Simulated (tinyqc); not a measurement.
Interdiffusion in a binary couple: Darken equations, Kirkendall shift and Boltzmann-Matano analysis: one step, computed by the program tinyqc.

x is the mole fraction of B; the molar volume is constant, and the two halves are long enough to count as infinite.

Task: Boltzmann-Matano diffusivity. D~(x) = area/(2 t slope), with z counted from the original interface (the Matano plane); 1 um^2 = 1e-12 m^2.

Inputs (values chosen for the exercise, for a model alloy A-B): temperature T = 1200 K; time t = 5000 s.

area -int z dx from x_L to the local x = 3.568016 um

slope dx/dz at the local x = 0.006573530 1/um

Give: D~ from the profile.

Result:

D~ from the profile = 5.428e-14 m^2/s
